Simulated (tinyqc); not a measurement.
Polytypes by hexagonality, and a cubic inclusion as a quantum well: one step. The polarisation field. Five cases, with inputs chosen for the exercise.

Problem. Give |F|, the drop |F| L, the bound charge |P|/e per cm^2 (e = 1.602176634e-19 C), and, as a first estimate, the shift -|F| L/2 of the transition for an electron centred in the layer and a hole in the host on the high side.

Gap: E3 + (E2 - E3) h. Valence top Ev2 h and polarisation P2 h, both counted from 3C; Ec = Ev + gap.

A cubic inclusion of width L = N d in the host (h = 1) is a well of depth V = Ec(host) - Ec(3C). Square well with mass mismatch: k tan(k L/2) = (m_w/m_b) q, k = sqrt(m_w E/c), q = sqrt(m_b (V - E)/c), c = hbar^2/2m0, lowest root. The depth of the level, V - E, is its binding, and the transition to the valence top of the host is gap(host) - (V - E). The step in polarisation gives a field |F| = |P|/(eps eps0) in a thin inclusion, eps0 = 8.8541878e-12 F/m.

Give: |F|; drop; bound charge; estimated shift.

Case 1.

Values chosen (of the order of those of GaAs; shifted at random, so the results belong to these values and not to a real crystal): E3 = 1.515 eV (gap of the cubic polytype); E2 = 1.508 eV (gap of 2H); Ev2 = 0.111 eV (valence top of 2H above that of 3C); P2 = 0.0021 C/m^2 (spontaneous polarisation of 2H); eps = 13.2 (dielectric constant).

L = 58.59000 angstrom

Solution.

|F| = 0.180 MV/cm
drop = 105.3 meV
bound charge = 1.31e+12 cm^-2
estimated shift = -52.6 meV

The drop is 101 % of the well depth. The host edge on the low side sinks by 53 meV against the centre, less than the 57 meV by which the flat well binds.

Case 2.

Values chosen (of the order of those of InAs; shifted at random, so the results belong to these values and not to a real crystal): E3 = 0.412 eV (gap of the cubic polytype); E2 = 0.457 eV (gap of 2H); Ev2 = 0.038 eV (valence top of 2H above that of 3C); P2 = 0.0017 C/m^2 (spontaneous polarisation of 2H); eps = 14.6 (dielectric constant).

L = 31.50000 angstrom

Solution.

|F| = 0.132 MV/cm
drop = 41.4 meV
bound charge = 1.06e+12 cm^-2
estimated shift = -20.7 meV

The drop is 50 % of the well depth. The host edge on the low side sinks by 21 meV against the centre, more than the 10 meV by which the flat well binds, so the level may not survive the field and the estimate must be checked.

Case 3.

Values chosen (of the order of those of GaAs; shifted at random, so the results belong to these values and not to a real crystal): E3 = 1.53 eV (gap of the cubic polytype); E2 = 1.53 eV (gap of 2H); Ev2 = 0.115 eV (valence top of 2H above that of 3C); P2 = 0.0017 C/m^2 (spontaneous polarisation of 2H); eps = 12.6 (dielectric constant).

L = 39.06000 angstrom

Solution.

|F| = 0.152 MV/cm
drop = 59.5 meV
bound charge = 1.06e+12 cm^-2
estimated shift = -29.8 meV

The drop is 52 % of the well depth. The host edge on the low side sinks by 30 meV against the centre, less than the 46 meV by which the flat well binds.

Case 4.

Values chosen (of the order of those of InAs; shifted at random, so the results belong to these values and not to a real crystal): E3 = 0.416 eV (gap of the cubic polytype); E2 = 0.457 eV (gap of 2H); Ev2 = 0.053 eV (valence top of 2H above that of 3C); P2 = 0.0019 C/m^2 (spontaneous polarisation of 2H); eps = 14.9 (dielectric constant).

L = 84.19200 angstrom

Solution.

|F| = 0.144 MV/cm
drop = 121.3 meV
bound charge = 1.19e+12 cm^-2
estimated shift = -60.6 meV

The drop is 129 % of the well depth. The host edge on the low side sinks by 61 meV against the centre, more than the 45 meV by which the flat well binds, so the level may not survive the field and the estimate must be checked.

Case 5.

Values chosen (of the order of those of GaN; shifted at random, so the results belong to these values and not to a real crystal): E3 = 3.306 eV (gap of the cubic polytype); E2 = 3.5 eV (gap of 2H); Ev2 = 0.061 eV (valence top of 2H above that of 3C); P2 = -0.0164 C/m^2 (spontaneous polarisation of 2H); eps = 9.6 (dielectric constant).

L = 15.58200 angstrom

Solution.

|F| = 1.929 MV/cm
drop = 300.6 meV
bound charge = 1.02e+13 cm^-2
estimated shift = -150.3 meV

The drop is 118 % of the well depth. The host edge on the low side sinks by 150 meV against the centre, more than the 106 meV by which the flat well binds, so the level may not survive the field and the estimate must be checked.

Computed by tinyqc, one run a case: `OMP_NUM_THREADS=1 python tinyqc.py N N+1 out.jsonl` with N = 1880136, 1880149, 1880235, 1880480, 1880518; one thread of a shared Intel(R) Xeon(R) Processor @ 2.30GHz, about 0.1 s a run at most.
